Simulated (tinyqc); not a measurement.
Field dependence: Hall factor, magnetoresistance and optical conductivity for a power-law relaxation time. Computed by tinyqc, a small Python program. Command: `OMP_NUM_THREADS=1 python tinyqc.py 3018528 3018529 out.jsonl magneto walk`. One thread of a shared host (Intel(R) Xeon(R) Processor @ 2.30GHz), about 0.01 s of CPU time with the checks.

One spherical parabolic band, tau(E) = tau_0 x^s with x = E/(k_B T). Landau quantisation is left out.

Inputs (values chosen for the exercise, with a mass close to that of electrons in InAs):
```
quantity,value,unit
effective mass m,0.022,m_0
exponent s,1.5,-
tau_0,56,fs
reduced Fermi level eta,-8,-
temperature T,500,K
```

Constants: m_0 = 9.1093837015e-31 kg; k_B = 1.380649e-23 J/K; hbar = 1.054571817e-34 J s; e = 1.602176634e-19 C.

Method:
- <y> = int y x^(3/2) f (1 - f) dx / int x^(3/2) f (1 - f) dx, f = 1/(1 + exp(x - eta)).
- Integrals over x = E/(k_B T) use 160 Gauss-Legendre points in u = sqrt(x) from 0 to sqrt(max(eta, 0) + 45).
- n = (2 m k_B T)^(3/2)/(3 pi^2 hbar^3) int x^(3/2) f (1 - f) dx; moments in units of tau_0.
- mu = e <tau>/m; weak field r_H = <tau^2>/<tau>^2 and MR = c (mu B)^2, c = <tau^3>/<tau>^3 - r_H^2; strong field r_H = 1 and MR = <tau> <1/tau> - 1.
- With w_c = e B/m: sigma_xx = (n e^2/m) <tau/(1 + w_c^2 tau^2)>, sigma_xy = (n e^2/m) <w_c tau^2/(1 + w_c^2 tau^2)>; r_H = (n e/B) sigma_xy/(sigma_xx^2 + sigma_xy^2); MR = sigma_0 sigma_xx/(sigma_xx^2 + sigma_xy^2) - 1, sigma_0 = n e^2 <tau>/m.

drift mobility mu = 20208.5 cm^2/(V s)

saturation MR = 239.483 %

Against the field:
```
B (T),mu B,r_H,MR (%)
0.015,3.0313e-02,1.9240,1.9286e-01
0.049,9.9022e-02,1.8636,1.7267e+00
0.15,3.0313e-01,1.6678,8.9466e+00
0.3,6.0626e-01,1.4967,1.9128e+01
0.49,9.9022e-01,1.3793,2.9678e+01
0.99,2.0006e+00,1.2385,4.9845e+01
2,4.0417e+00,1.1374,7.5392e+01
4.9,9.9022e+00,1.0601,1.1282e+02
20,4.0417e+01,1.0124,1.6883e+02
```

r_H falls from 1.924 to 1.012, so a strong-field measurement gives n directly; half of the fall is done between 0.606 and 0.990 in mu B. MR starts as B^1.85 and reaches 70 % of its saturation value in the last row. It arises only because carriers of different energy have different Hall angles, which one Hall field cannot cancel. Above 8.2 T hbar w_c exceeds k_B T and mu B exceeds 1, and Landau quantisation replaces this picture.

Extremes, crossings and ranges named in words are read from the listed rows.
